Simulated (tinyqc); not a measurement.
# One gate, two gates and a surrounding gate

Below threshold the potential that source and drain add obeys Laplace's equation, vanishes on the gates and decays along the channel as exp(-k y). The same ts (depleted depth over a conducting body, body thickness or wire diameter), ti and permittivities in three geometries; k is the smallest positive root of: one gate, f(k) = eps_r sin(k ti) cos(k ts) + ei cos(k ti) sin(k ts); two gates, f(k) = ei cos(k ti) cos(k ts/2) - eps_r sin(k ti) sin(k ts/2); wire, f(k) = ei J0(u)[J1(u) Y0(v) - Y1(u) J0(v)] - eps_r J1(u)[J0(u) Y0(v) - Y0(u) J0(v)], u = k ts/2, v = u + k ti. Parabolic estimates of l: sqrt((eps_r/ei) ts ti); sqrt((eps_r/(2 ei)) ts ti (1 + ei ts/(4 eps_r ti))); sqrt([2 eps_r ts^2 ln(1 + 2 ti/ts) + ei ts^2]/(16 ei)), in the same order.

Parameters, values chosen for the exercise; permittivities: semiconductor close to that of silicon, insulator close to that of aluminium oxide:
- eps_r = 11.7 (relative permittivity of the semiconductor)
- ei = 9.28 (relative permittivity of the insulator)
- ti = 2.1 nm (insulator thickness)
- ts = 11 nm (body thickness)

Scale lengths (nm):
```
	Lambda = pi/k	l = 1/k	l(parabolic)
one gate over a conducting body	13.54	4.309	5.397
two gates	16.14	5.136	5.449
wire	10.54	3.355	3.705
```

What does the table show?

The wire has the shortest scale length, 0.653 times that of the double gate; the single gate over a conducting body has 0.839 times it, its layer ending directly on a conductor where the double gate has a second insulator. The parabolic estimates are 25 % above, 6.1 % above and 10 % above the exact l, in the order of the rows.

Numbers from tinyqc (`OMP_NUM_THREADS=1 python tinyqc.py 2420088 2420089 out.jsonl`; about 0.01 s on one thread of a shared Intel Xeon 2.30GHz).
